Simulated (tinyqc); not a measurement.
On-chip interconnect, size-dependent resistivity and RC delay: two metals against line width.

A rectangular line between two neighbours and two ground planes. Surface and grain-boundary scattering are added to the bulk resistivity as corrections; capacitances are parallel-plate values without fringing; inductance is ignored.

Metal width x = wd - 2 tl, height y = AR wd - tl; grain boundaries (Mayadas-Shatzkes): al = (lam/(gr x)) Rg/(1 - Rg), g = 1/[1 - 3 al/2 + 3 al^2 - 3 al^3 ln(1 + 1/al)] - 1; surfaces (Fuchs-Sondheimer, thick limit): s = (3/8) lam (1 - ps)(1/x + 1/y); rho = rho0 (1 + g + s); r = rho/(x y). The second metal has rho2, lam2 and tl2 in place of rho0, lam and tl; ps, Rg, gr and AR are shared.

Inputs (values chosen for the exercise); metal values close to those of cobalt: bulk resistivity rho0 = 6.29 uohm cm; bulk mean free path lam = 11.7 nm; specular share of surface scattering ps = 0; reflection coefficient of grain boundaries Rg = 0.2; grain size over the metal width gr = 1.5; aspect ratio, height over width AR = 1.3; liner on both walls and the bottom, not conducting tl = 0.5 nm; space to the neighbouring lines sp = 38 nm; dielectric height to the planes above and below hd = 43 nm; relative permittivity of the dielectric ek = 3.9; Miller factor of the neighbours Mf = 0; bulk resistivity of the second metal (close to ruthenium) rho2 = 7.6 uohm cm; mean free path of the second metal lam2 = 6.68 nm; liner of the second metal tl2 = 0.5 nm.

Constants: eps0 = 8.8541878128e-12 F/m. Results are converted to the units shown.

Two metals against line width:
```
wd (nm),"rho, first (uohm cm)","rho, second (uohm cm)","r, first (ohm/um)","r, second (ohm/um)",ratio second/first
5,22.09,18.54,9204,7726,0.8395
6.5,17.93,15.66,4101,3582,0.8735
8,15.51,13.99,2239,2018,0.9016
10,13.52,12.60,1201,1120,0.9324
13,11.75,11.38,596.9,578.1,0.9685
17,10.41,10.45,301.1,302.3,1.004
22,9.439,9.778,159.9,165.7,1.036
30,8.579,9.182,76.84,82.24,1.070
45,7.805,8.646,30.58,33.88,1.108
70,7.259,8.269,11.62,13.24,1.139
120,6.853,7.989,3.703,4.317,1.166
```

What does the table show?

The resistivity of the first metal falls from 22.1 to 6.85 uohm cm and that of the second goes from 18.5 to 7.99 uohm cm as the line widens. The products rho0 lam, which set the size effect, are 73.6 and 50.8 uohm cm nm. The two resistances cross at wd = 16.5 nm: below it the second metal gives the lower line resistance. For widths well under the mean free path the thick-limit surface term is only a guide.

Numbers from tinyqc (`OMP_NUM_THREADS=1 python tinyqc.py 2100104 2100105 out.jsonl`; about 0.01 s on one thread of a shared Intel Xeon 2.30GHz).
